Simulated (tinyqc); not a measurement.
Inside a calculation. Model: programming of a floating-gate cell by Fowler-Nordheim tunnelling.

Program tinyqc, `OMP_NUM_THREADS=1 python tinyqc.py 2130003 2130004 out.jsonl`; Intel Xeon 2.30GHz, shared host, one thread, about 0.01 s. Printed values are rounded.

Per tunnel area the floating gate has Ctun = 3.9 eps0/tox to the channel (0 V) and Ccg to the control gate, Ct = Ctun/(1 - ag), no other coupling. With the threshold shift U = -Q/Ccg the field is F = ag (Vg - U)/tox, and dU/dt = J/Ccg. Fowler-Nordheim: J = A F^2 exp(-B/F), A = q^2/(16 pi^2 hbar mo phi) (times 1e14 for A/cm^2 with F in V/nm, emitter mass m0), B = (4/3) sqrt(mo/C) phi^1.5, C = hbar^2/(2 m0).

Values chosen for this exercise; oxide values close to those of silicon dioxide:
```
symbol,value,unit,meaning
phi,3.1,eV,tunnel barrier
mo,0.49,m0,tunnelling mass
tox,9.4,nm,tunnel oxide thickness
ag,0.64,,coupling ratio Ccg/Ct
ar,2400,nm^2,tunnel area
Vt0,-2.1,V,threshold shift at the start
Vg,15.3,V,control-gate voltage
dt,5.9,us,time step
n,8,,steps
```

Constants: q = 1.602176634e-19 C, hbar = 1.054571817e-34 J s, m0 = 9.1093837015e-31 kg, eps0 = 8.8541878128e-14 F/cm where lengths are in cm, hbar^2/(2 m0) = 0.0380998212 eV nm^2. Results are converted to the units shown.

Range of the model: Programming fields of 10 MV/cm and more wear the oxide; trapping and the channel potential are ignored.

## Constants of the cell

A, B, Ccg = ag Ct, the starting field and current, K = A B ag/(Ccg tox), and the knee time t0 = exp(B/F(0))/K.

A = 1.01477e8 A cm^-2 (V/nm)^-2
B = 26.0986 V/nm
Ccg = 0.653075 uF/cm^2
F(0) = 1.18468 V/nm
J(0) = 0.0385495 A/cm^2
K = 2.76105e14 1/s
t0 = 13.3806 us
electrons for 1 V of shift = 97.8281

## Explicit time steps against the exact solution

U(new) = U + dt J(F(U))/Ccg. Exact: exp(B/F(t)) = exp(B/F(0)) + K t, K = A B ag/(Ccg tox), and U = Vg - tox F/ag.

```
step  t (us)  F (V/nm)  J (A/cm^2)  U by steps (V)  U exact (V)
0          0   1.18468   0.0385495        -2.10000     -2.10000
1        5.9   1.16097   0.0236075        -1.75174     -1.81619
2       11.8   1.14645   0.0173165        -1.53846     -1.61455
3       17.7   1.13580   0.0137290        -1.38202     -1.45888
4       23.6   1.12735   0.0113869        -1.25799     -1.33249
5       29.5   1.12035  0.00973055        -1.15512     -1.22634
6       35.4   1.11436  0.00849468        -1.06721     -1.13500
7       41.3   1.10914  0.00753614        -0.99047     -1.05494
8       47.2   1.10450  0.00677054        -0.92239     -0.98375
```

The steps run ahead by 64.5 mV after the first and 61.4 mV after the last, as each uses the larger current of its start; the step is 0.44 of the knee time t0. The overshoot lowers the field, so later steps gain less than the exact curve and the error ends smaller than after the first step.
